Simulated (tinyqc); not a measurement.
Pillar capacitor in an array: capacitance, non-linearity, leakage and relaxation: two steps of the calculation.

A film between two metal electrodes, each interface adding a series capacitance ci. The small-signal permittivity is ek (1 + aq E^2); the field is found with the linear permittivity. Leakage J = J0 sinh(E/Ef). After a voltage step the film passes a relaxation current kr C V tt^(-nr), tt being the time in seconds. The sidewall is a coaxial capacitor with radii a = dm/2 and b = dm/2 + t, depth AR dm; the end face is left out.

Inputs (values chosen for the exercise); permittivity of the order of that of aluminium oxide:
- ek = 9.63 (relative permittivity of the film)
- t = 4.8 nm (film thickness)
- ci = 1000 uF/cm^2 (capacitance of each electrode interface (dead layer and screening))
- aq = 0.0036 cm^2/MV^2 (quadratic field coefficient of the permittivity)
- V = 0.9 V (bias)
- J0 = 1.6e-10 A/cm^2 (leakage prefactor)
- Ef = 0.27 MV/cm (field for an e-fold rise of the leakage)
- dm = 27 nm (diameter of the pillar)
- AR = 30 (aspect ratio, depth over diameter)
- pt = 62 nm (pitch of the square array)
- rho = 420 uohm cm (resistivity of the inner electrode)

Constants: eps0 = 8.8541878128e-14 F/cm where lengths are in cm. Results are converted to the units shown.

Problem 1. Planar capacitance, field and non-linearity. Planar film: Cf = eps0 ek/t, 1/C = 1/Cf + 2/ci, EOT = 3.9 eps0/C, effective permittivity C t/eps0, E = (V/t) C/Cf; quadratic coefficient [C(V)/C - 1]/V^2 with Cf (1 + aq E^2) in C(V).

Give: Cf; C; EOT; effective permittivity; E; quadratic coefficient; J.

Solution 1.

Cf = 1.7764 uF/cm^2
C = 1.7701 uF/cm^2
EOT = 1.9508 nm
effective permittivity = 9.5959
E = 1.8684 MV/cm
quadratic coefficient = 15459 ppm/V^2
J = 8.0974e-8 A/cm^2

The interfaces take 0.354 % of the voltage.

Problem 2. Cell capacitance, fields and time constant. Per length 1/c = ln(b/a)/(2 pi eps0 ek) + (1/a + 1/b)/(2 pi ci); cell capacitance c AR dm; per footprint over pt^2; fields c V/(2 pi eps0 ek r) at r = a and b; resistance of the inner electrode rho AR dm/(pi a^2); time constant R C/3 of the distributed line.

Wanted: a; b; cell capacitance; capacitance per footprint; field at a; field at b; R; R C/3.

Solution 2.

a = 13.50 nm
b = 18.30 nm
cell capacitance = 1.421 fF
capacitance per footprint = 36.98 uF/cm^2
field at a = 2.184 MV/cm
field at b = 1.611 MV/cm
R = 5.942 kohm
R C/3 = 2.815 ps

The array gives 20.9 times the planar capacitance per footprint; curvature makes the field at the inner electrode 1.17 times the planar value.

Program tinyqc, `OMP_NUM_THREADS=1 python tinyqc.py 2102090 2102091 out.jsonl`; Intel Xeon 2.30GHz, shared host, one thread, about 0.01 s.
